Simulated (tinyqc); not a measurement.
Five forms on the same table: equation-of-state fits to an energy-volume table made by a known binding curve. Computed by tinyqc, a small Python program. Command: `OMP_NUM_THREADS=1 python tinyqc.py 3022609 3022610 out.jsonl eosfit walk`. One thread of a shared host (Intel(R) Xeon(R) Processor @ 2.30GHz), about 0.02 s of CPU time with the checks.

With x = (V/V_0)^(1/3), the energy per atom is E = -D [1 + eta (x - 1)] exp(-eta (x - 1)), so that B0 = D eta^2/(9 V_0) and B' = 1 + 2 eta/3. B' = dB/dP at P = 0.

Inputs (values chosen for the exercise, for a model crystal):
```
quantity                                   value             unit
cohesive energy D                           6.45          eV/atom
true volume V_0                               32  angstrom^3/atom
stiffness eta                               4.99                -
half-width of the volume window w           0.06                -
shift of the window centre s             -0.0054                -
points N                                       9                -
compression V/V_0 for the pressure test     0.85                -
```

Binding curve: universal binding. Noise: none.

Constants: 1 eV/angstrom^3 = 160.2176634 GPa.

Method:
- B0 and B' from the formulas above; P = -dE/dV at V = c V_0 (c the compression chosen), from the curve itself.
- Table: V_j = V_0 [1 + s + w (2 j/(N - 1) - 1)], j = 0..N-1, rounded to 0.001; E_j from the curve, rounded to 1e-7 eV.
- Murnaghan: E = E0 + (B0 V/B') [(V0/V)^B'/(B' - 1) + 1] - B0 V0/(B' - 1), P = (B0/B') [(V0/V)^B' - 1].
- Birch-Murnaghan: E = E0 + (9 V0 B0/16) [y^3 B' + y^2 (2 - 4 y)], y = (V0/V)^(2/3) - 1; P = (3 B0/2) (x^7 - x^5) [1 + (3/4)(B' - 4)(x^2 - 1)], x = (V0/V)^(1/3).
- Vinet: E = E0 + (9 B0 V0/h^2) {1 + [h (1 - x) - 1] exp(h (1 - x))}, P = 3 B0 (1 - x) x^-2 exp(h (1 - x)), x = (V/V0)^(1/3), h = (3/2)(B' - 1).
- All are least-squares fits to the energies; for polynomials in V, B0 = V E'' and B' = -1 - V E'''/E'' at the minimum.

exact B0 = 89.3467 GPa

exact B' = 4.32667

exact pressure at c V_0 = 20.4929 GPa

Table:
```
V (angstrom^3)      E (eV)
29.907          -6.4069945
30.387          -6.4251614
30.867          -6.4380782
31.347          -6.4461463
31.827          -6.4497367
32.307          -6.4491926
32.787          -6.4448316
33.267          -6.4369479
33.747          -6.4258141
```

Fitted values:
```
form             V0 (angstrom^3)  B0 (GPa)       B'  P at c V_0 (GPa)
exact                     32.000    89.347   4.3267            20.493
parabola in V             32.071    92.942  -1.0000                 -
cubic in V                31.998    90.093   4.4681                 -
Murnaghan                 32.000    89.188   4.2780            20.939
Birch-Murnaghan           32.000    89.296   4.3114            20.634
Vinet                     32.000    89.347   4.3267            20.493
```

In B0 the Vinet form comes closest (0.00 %) and the parabola in V form misses most (+4.02 %). A parabola in V has no third derivative, so its B' is -1 by construction. At c V_0, beyond the window, the pressure errors are Murnaghan +2.2 %, Birch-Murnaghan +0.7 %, Vinet 0.0 %; Murnaghan keeps B linear in P and so runs too stiff under compression.

Extremes, crossings and ranges named in words are read from the listed rows.
